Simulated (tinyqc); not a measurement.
Q-state Potts model on a small periodic square lattice: enumeration, Metropolis, heat-bath and Wolff steps: one step, computed by the program tinyqc. Command: `OMP_NUM_THREADS=1 python tinyqc.py 3112121 3112122 out.jsonl potts walk`. One thread of a shared host (Intel(R) Xeon(R) Processor @ 2.30GHz), about 0.04 s of CPU time with the checks.

E = -J x (number of nearest-neighbour bonds with equal states); n x n sites with periodic edges have 2 n^2 bonds. Order parameter m = (q f - 1)/(q - 1), f being the largest share of one state. Sites are numbered row by row from 0. Here q = 3 and n = 3.

Problem. Eight single-site steps. Site = floor(r1 n^2). Trial state = (old + 1 + floor(r2 (q - 1))) mod q; it is accepted if r3 < min(1, exp(K db)), db the change in equal bonds.

Inputs (values chosen for the exercise, for a model of domains or grain orientations): temperature T = 1140 K.

Update: Metropolis.

start states:
```
   1  2  3
1  2  2  0
2  0  1  0
3  1  1  0
```

random numbers, one row a step:
```
        1       2       3
1  0.3426  0.8166  0.4852
2  0.5034  0.8158  0.7202
3  0.4371  0.6499  0.4942
4  0.2812  0.0483  0.7244
5  0.9321  0.7364  0.5478
6  0.1013  0.4715  0.2647
7  0.9007  0.8555  0.0542
8  0.7709  0.1957  0.1223
```

K = 0.6107641

Give: the table «Steps» with the columns old, trial, db, acceptance, new; states afterwards.

Solution.

Steps:

| site | old | trial | db | acceptance | new |
|---|---|---|---|---|---|
| 3 | 0 | 2 | 0 | 1.000 | 2 |
| 4 | 1 | 0 | 0 | 1.000 | 0 |
| 3 | 2 | 1 | 0 | 1.000 | 1 |
| 2 | 0 | 1 | -2 | 0.295 | 0 |
| 8 | 0 | 2 | -2 | 0.295 | 0 |
| 0 | 2 | 0 | 0 | 1.000 | 0 |
| 8 | 0 | 2 | -2 | 0.295 | 2 |
| 6 | 1 | 2 | -1 | 0.543 | 2 |

states afterwards:
```
   1  2  3
1  0  2  0
2  1  0  0
3  2  1  2
```
